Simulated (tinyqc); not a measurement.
Solid solubility of a dopant against its melt (retrograde solidus), clustering and the electrically active fraction. Changing the anneal temperature T_a. Computed by tinyqc, a small Python program. Command: `OMP_NUM_THREADS=1 python tinyqc.py 3031009 3031010 out.jsonl retro sweep`. One thread of a shared host (Intel(R) Xeon(R) Processor @ 2.30GHz), about 0.01 s of CPU time with the checks.

Inputs (values chosen for the exercise):
```
quantity                                      value        unit
total dopant density N_t                    2.2e+20      1/cm^3
atoms per cluster m                               4           -
cluster scale N* at 1273 K                  2.1e+20      1/cm^3
activation energy E_b of the cluster scale     0.26          eV
mobility mu                                      65  cm^2/(V s)
```

Clustering: clusters of m atoms, electrons left out.

Constants: k_B = 8.617333262e-05 eV/K; e = 1.602176634e-19 C.

Method. A highly soluble donor (another dopant than that of the solidus) is limited by clustering. Donors N_a are active, and clusters hold m atoms each: N_t = N_a + m C, m C = N* (N_a/N*)^m, with N*(T) = N*(1273 K) exp[-(E_b/k_B)(1/T - 1/1273)]. Resistivity = 1/(e mu N_a).

One run for each value:
```
anneal temperature T_a (K)  active density N_a (1/cm^3)  active fraction  resistivity (milliohm cm)
850                                          7.8548e+19          0.35703                     1.2225
950                                          9.9806e+19          0.45366                     0.9621
1050                                         1.1969e+20          0.54403                     0.8023
1150                                         1.3748e+20          0.62490                     0.6985
1250                                         1.5284e+20          0.69473                     0.6283
1350                                         1.6572e+20          0.75326                     0.5794
1450                                         1.7625e+20          0.80115                     0.5448
1550                                         1.8472e+20          0.83963                     0.5198
```

Over the rows, active density N_a (1/cm^3) rises from 7.85e19 to 1.85e20 (exponent d ln y / d ln x 2.2 between the first rows and 0.70 between the last); active fraction rises from 0.357 to 0.840 (exponent d ln y / d ln x 2.2 between the first rows and 0.70 between the last); resistivity (milliohm cm) falls from 1.22 to 0.520 (exponent d ln y / d ln x -2.2 between the first rows and -0.70 between the last).

Caution (all rows): this clustering law is a generic form; degeneracy and a doping-dependent mobility are left out.
